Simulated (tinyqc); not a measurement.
Minority carriers and saturation current of a heavily doped emitter: one step of the calculation.

n-type, parabolic bands, full ionisation. eta = (EF - Ec)/kB T solves N = Nc F12(eta), F12(x) = (2/sqrt(pi)) int_0^infinity sqrt(u)/(1 + exp(u - x)) du. The gap shrinks rigidly by dEg = E1 [ln(N/N0) + sqrt(ln^2(N/N0) + 0.5)], an empirical law that is here taken as the true narrowing.

Task. Effective intrinsic density. ni = sqrt(Nc Nv) exp(-Eg/(2 Vt)), Eg in volts; degeneracy factor g = F12(eta) exp(-eta); nie^2 = ni^2 exp(dEg/kB T) g, p0 = nie^2/N; apparent narrowing dEg + kB T ln g.

Parameters, values chosen for the exercise; band and dielectric values close to those of silicon:
```
symbol    value   unit                                     meaning
T           300      K                                 temperature
Eg         1.13     eV                                    band gap
Nc      2.77e19  cm^-3  conduction-band density of states at 300 K
Nv      2.67e19  cm^-3     valence-band density of states at 300 K
N          5e19  cm^-3                       ionised donor density
E1          6.9    meV                 energy of the narrowing law
N0       9.1e16  cm^-3                density of the narrowing law
```

Constants: q = 1.602176634e-19 C, kB = 1.380649e-23 J/K, Vt = kB T/q. Results are converted to the units shown.

converged eta = 1.2134727

Find: ni; dEg; g; apparent narrowing; nie; p0.

Result.

ni = 8.768e9 cm^-3
dEg = 87.34 meV
g = 0.5364
apparent narrowing = 71.23 meV
nie = 3.477e10 cm^-3
p0 = 24.18 cm^-3

Narrowing multiplies p0 by 29.3 and degeneracy by 0.536.

Range of the model: Band tails, non-parabolic bands and incomplete ionisation are left out.

Numbers from tinyqc (`OMP_NUM_THREADS=1 python tinyqc.py 2330083 2330084 out.jsonl`; about 0.01 s on one thread of a shared Intel Xeon 2.30GHz).
